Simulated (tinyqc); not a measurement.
## Schottky emission and Poole-Frenkel conduction in an insulator, and how to tell them apart: activation energy against field

Schottky emission (electrode-limited): J = As T^2 exp[-(pb - b sqrt(F))/Vt], b = sqrt(q/(4 pi eps0 ei)). Poole-Frenkel emission (bulk-limited): J = s0 F exp[-(pt - 2 b sqrt(F))/Vt]. F in V/cm.

The activation energy is -d ln J/d(q/kB T) at fixed F.

Inputs (values chosen for the exercise); dielectric values close to those of hafnium oxide: temperature T = 300 K; high-frequency relative permittivity ei = 4.53; trap depth pt = 1.39 eV; Poole-Frenkel prefactor s0 = 0.032 S/cm; electrode barrier pb = 1.51 eV; Richardson constant As = 64 A/(cm^2 K^2).

Constants: q = 1.602176634e-19 C, kB = 1.380649e-23 J/K, Vt = kB T/q, eps0 = 8.8541878128e-14 F/cm where lengths are in cm. Results are converted to the units shown.

Activation energy against field:

| F (MV/cm) | sqrt(F) ((V/cm)^0.5) | J, Schottky (A/cm^2) | its Ea (eV) | J, Poole-Frenkel (A/cm^2) | its Ea (eV) |
|---|---|---|---|---|---|
| 0.2 | 447.2 | 5.408e-18 | 1.482 | 1.362e-17 | 1.231 |
| 0.81 | 900.0 | 1.228e-16 | 1.401 | 2.844e-14 | 1.069 |
| 1.43 | 1196 | 9.445e-16 | 1.349 | 2.971e-12 | 0.9636 |
| 2.04 | 1428 | 4.693e-15 | 1.307 | 1.046e-10 | 0.8807 |
| 2.66 | 1631 | 1.899e-14 | 1.271 | 2.233e-9 | 0.8084 |
| 3.27 | 1808 | 6.452e-14 | 1.239 | 3.170e-8 | 0.7452 |
| 3.89 | 1972 | 1.999e-13 | 1.210 | 3.621e-7 | 0.6867 |
| 4.5 | 2121 | 5.587e-13 | 1.183 | 3.271e-6 | 0.6336 |

Both activation energies fall linearly in sqrt(F), the Poole-Frenkel one twice as fast (1.23 to 0.634 eV against 1.48 to 1.18 eV). They extrapolate to pt = 1.39 eV and to pb + 2 kB T = 1.56 eV, the 2 kB T coming from the T^2. The Schottky current is the smaller one in every row. For F = 2.04, 2.66, 3.27, 3.89, 4.5 a Fowler-Nordheim estimate for tunnelling through pb with a mass of 0.4 m0 exceeds the Schottky current, so tunnelling, left out here, would compete. For F = 2.66, 3.27, 3.89, 4.5 a Fowler-Nordheim estimate for tunnelling through pb with a mass of 0.4 m0 exceeds the Poole-Frenkel current, so tunnelling, left out here, would compete.

Computed by the program tinyqc: `OMP_NUM_THREADS=1 python tinyqc.py 2370068 2370069 out.jsonl`, one thread of a shared Intel Xeon 2.30GHz, about 0.01 s for the whole run.
